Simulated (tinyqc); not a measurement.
Square on-chip spiral inductor, lumped pi model: one step of the calculation.

Outer diameter do = di + 2 n wd + 2 (n - 1) sp, mean da = (do + di)/2, fill p = (do - di)/(do + di), length l = 4 n da. L = 2.34 mu0 n^2 da/(1 + 2.75 p), mu0 = 4 pi 1e-7 H/m. Rs = rho l/(wd delta (1 - exp(-th/delta))), delta = sqrt(rho/(pi f mu0)). Cs = n wd^2 eps0 eo/hu across the coil. At each end Cox = l wd eps0 eo/(2 ho) leads to the substrate branch Rsi = 2 rs he/(l wd) in parallel with Csi = l wd eps0 11.7/(2 he). With one end grounded Y = 1/(Rs + i w L) + i w Cs + 1/[1/(i w Cox) + 1/(1/Rsi + i w Csi)], w = 2 pi f; Q = -Im Y/Re Y. Eddy currents in neighbouring turns and in the substrate are left out.

Task. Admittance, quality factor and apparent inductance. Series branch 1/(Rs + i w L), substrate branch, total Y, Q = -Im Y/Re Y, apparent inductance Im(1/Y)/w, metal-only value w L/Rs, share of the loss in the substrate Re(substrate branch)/Re Y.

Parameters, values chosen for the exercise: frequency f = 1.9 GHz.

L = 7.8099433 nH
Rs = 9.9719256 ohm
Cs = 72.604340 fF
Cox = 356.94664 fF
Rsi = 103.77750 ohm
Csi = 99.823176 fF

Give: series branch; substrate branch; Y; Q; apparent inductance; w L/Rs; share of the loss in the substrate.

Result.

series branch = 1.13-10.60i mS
substrate branch = 1.427+3.454i mS
Y = 2.561-6.284i mS
Q = 2.453
apparent inductance = 11.43 nH
w L/Rs = 9.350
share of the loss in the substrate = 55.72 %

Q is 26.2 % of the metal-only value.

Numbers from tinyqc (`OMP_NUM_THREADS=1 python tinyqc.py 2302067 2302068 out.jsonl`; about 0.01 s on one thread of a shared Intel Xeon 2.30GHz).
